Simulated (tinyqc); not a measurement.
## Interface traps from C-V curves, high-low and Terman methods: subthreshold swing with traps

MOS capacitor on an n-type substrate; psi is the band bending, negative in depletion; only majority carriers are counted. At the bending psi the Fermi level lies y = xi - psi below the conduction edge at the surface, xi = Vt ln(Nc/Nd). Dit(y) = D0 + D1 exp(-y/E1); traps fill up to the Fermi level, follow the bias and a slow signal, and do not follow a fast one. V is the gate voltage from flat band.

Cox = 3.9 eps0/EOT, LD = sqrt(eps0 eps_r Vt/(q Nd)), u = psi/Vt, Cd = (eps0 eps_r/(sqrt(2) LD)) |exp(u) - 1|/sqrt(exp(u) - u - 1). At psi = -0.231 V the swing of a transistor with this gate would be S = Vt ln 10 (1 + (Cd + q Dit)/Cox), Dit as above.

Inputs (values chosen for the exercise); band and dielectric values close to those of silicon: temperature T = 200 K; relative permittivity eps_r = 11.9; conduction-band density of states at T Nc = 1.5e19 cm^-3; donor density Nd = 3.3e15 cm^-3; equivalent oxide thickness EOT = 29 nm; band-tail density at the conduction edge D1 = 1.6e13 cm^-2 eV^-1; decay energy of the tail E1 = 0.11 eV.

Constants: q = 1.602176634e-19 C, kB = 1.380649e-23 J/K, Vt = kB T/q, eps0 = 8.8541878128e-14 F/cm where lengths are in cm. Results are converted to the units shown.

Subthreshold swing with traps:
```
D0 (cm^-2 eV^-1)  Dit (cm^-2 eV^-1)  q Dit/Cox  S (mV/decade)
8.5e9                      5.321e11     0.7160          80.13
2.5e10                     5.486e11     0.7382          81.01
7.3e10                     5.966e11     0.8028          83.57
2.1e11                     7.336e11     0.9871          90.89
6.2e11                     1.144e12      1.539          112.8
1.8e12                     2.324e12      3.127          175.8
5.3e12                     5.824e12      7.836          362.7
1.5e13                     1.552e13      20.89          880.6
```

What does the table show?

S rises from 80.1 to 881 mV/decade; without traps it is 51.7. The traps add 10 mV/decade at Dit = 1.87e11 cm^-2 eV^-1 and equal Cox at 7.43e11.

tinyqc, about 0.01 s, one thread, Intel Xeon 2.30GHz (shared host): `OMP_NUM_THREADS=1 python tinyqc.py 2030058 2030059 out.jsonl`
